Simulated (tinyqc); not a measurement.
p-type polysilicon, carrier trapping at grain boundaries: one step of the calculation.

One-dimensional grains of size Lg, uniform ionised doping N, monovalent traps Qt at each boundary at a depth Et below (for electrons) or above (for holes) the band edge there, abrupt depletion of width W on each side of a boundary, Boltzmann statistics. xi is the distance from the band edge at the grain centre to the Fermi level. Trapped charge Qt/(1 + exp((xi + VB - Et)/Vt)) = 2 N W, barrier VB = q N W^2/(2 eps0 eps_r).

Task. New W. Partly depleted grain, xi = Vt ln(NB/N): f = 1/(1 + exp((xi + VB - Et)/Vt)), g = Qt f - 2 N W, g' = -2 Qt f (1 - f) VB/(W Vt) - 2 N, W(new) = W - g/g'.

Inputs (values chosen for the exercise); values of the order met in polycrystalline silicon:
- T = 400 K (temperature)
- eps_r = 11.7 (relative permittivity)
- NB = 4.08e19 cm^-3 (valence-band density of states at T)
- Qt = 1.2e12 cm^-2 (trap density of a grain boundary)
- Et = 0.35 eV (depth of the trap level from the majority band edge at the boundary)
- N = 3.2e17 cm^-3 (doping)

Constants: q = 1.602176634e-19 C, kB = 1.380649e-23 J/K, Vt = kB T/q, eps0 = 8.8541878128e-14 F/cm where lengths are in cm. Results are converted to the units shown.

W after iteration 1 = 17.909855 nm

Give: VB; f; g; g'; W after iteration 2.

Result.

VB = 0.07937 V
f = 0.9527
g = -2.975e9 cm^-2
g' = -7.790e10 cm^-2/nm
W after iteration 2 = 17.87 nm

tinyqc, about 0.01 s, one thread, Intel Xeon 2.30GHz (shared host): `OMP_NUM_THREADS=1 python tinyqc.py 2830075 2830076 out.jsonl`
